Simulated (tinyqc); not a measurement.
# Worked calculation: MESFET, gradual channel with velocity saturation

tinyqc, about 0.06 s, one thread, Intel Xeon 2.30GHz (shared host): `OMP_NUM_THREADS=1 python tinyqc.py 2500142 2500143 out.jsonl` Printed values are rounded.

A uniformly doped n-type channel, depleted from the top by a Schottky gate; at channel potential V the depleted share of a is u = sqrt((Vbi - Vg + V)/Vp), s at the source. Electrons drift with v = mu E/(1 + mu E/vsat). Abrupt depletion edge, no series resistance, source at 0.

Inputs (values chosen for the exercise); material values close to those of 4H silicon carbide: temperature T = 250 K; relative permittivity of the semiconductor eps_r = 9.63; conduction-band density of states at T Nc = 1.28e19 cm^-3; donor density of the channel Nd = 1.3e17 cm^-3; channel thickness a = 190 nm; low-field mobility at this doping mu = 420 cm^2/(V s); saturation velocity vsat = 2.3e7 cm/s; gate length L = 0.3 um; gate width W = 200 um; Schottky barrier phiB = 1.39 V; gate voltage Vg = -1.9 V; drain voltage Vd = 0.76 V.

Constants: q = 1.602176634e-19 C, kB = 1.380649e-23 J/K, Vt = kB T/q, eps0 = 8.8541878128e-14 F/cm where lengths are in cm. Results are converted to the units shown.

Range of the model: The gate is shorter than twice a, where the gradual-channel approximation fails.

## Built-in and pinch-off voltages

Vbi = phiB - Vt ln(Nc/Nd); Vp = q Nd a^2/(2 eps0 eps_r); G0 = q mu Nd a W/L; Z = mu Vp/(vsat L); s = sqrt((Vbi - Vg)/Vp). VT = Vbi - Vp.

Vbi = 1.29112 V
Vp = 4.40916 V
VT = -3.11804 V
G0 = 110.807 mS
Z = 2.68384
s = 0.850734

Z = 2.68: velocity saturation matters.

## Current below saturation

u = sqrt((Vbi - Vg + Vd)/Vp). I = (G0 Vp/3) F/(1 + Z (u^2 - s^2)), F = 3 (u^2 - s^2) - 2 (u^3 - s^3), with u at V = Vd; Z = 0 gives constant mobility, for which u stops at 1.

u = 0.946634
F = 0.0519499
I for Z = 0 = 8.46028 mA
I = 5.78438 mA

The falling mobility lowers the current by 31.6 %.

## Iteration 1: the saturation point by Newton steps

u at the start = 0.851

a is the channel (half-)thickness, Vp its pinch-off voltage and Z = mu Vp/(vsat L); an iterate with u > 1 is an overshoot, not a physical state. f = (1 - u)(1 + Z (u^2 - s^2)) - Z F/3, F = 3 (u^2 - s^2) - 2 (u^3 - s^3); f' = -(1 + Z (u^2 - s^2)); u(new) = u - f/f'.

f = 0.149000
f' = -1.00121
u after iteration 1 = 0.999819

## Iteration 2: the saturation point by Newton steps

As before.

f = -0.0535314
f' = -1.74044
u after iteration 2 = 0.969062

## Course of the iteration: the saturation point by Newton steps

Stop when u changes by less than 1e-10, or after 60 iterations.

Course of the iteration:

| iteration | u | \|change\| |
|---|---|---|
| 1 | 0.999819 | 0.149 |
| 2 | 0.969062 | 0.0308 |
| 3 | 0.967470 | 1.59e-3 |
| 4 | 0.967465 | 4.20e-6 |
| 5 | 0.967465 | 2.92e-11 |

Converged in 5 iterations. At the end the number of correct digits about doubles with each step.

## Saturation voltage, current and transconductance

um = 0.967465

Vdsat = Vp (um^2 - s^2); Isat = (G0 Vp/Z)(1 - um), which is q Nd vsat a W (1 - um); gm = G0 (um - s)/(1 + Z (um^2 - s^2)). For Z = 0: Vdsat = Vp (1 - s^2), Isat = (G0 Vp/3)(1 - 3 s^2 + 2 s^3), gm = G0 (1 - s).

Vdsat = 0.935803 V
Isat = 5.92259 mA
gm = 8.24059 mS
Vdsat for Z = 0 = 1.21804 V
Isat for Z = 0 = 9.80215 mA
gm for Z = 0 = 16.5396 mS

The current saturates with 3.25 % of the channel still open at the drain, at 0.604 of the constant-mobility current.
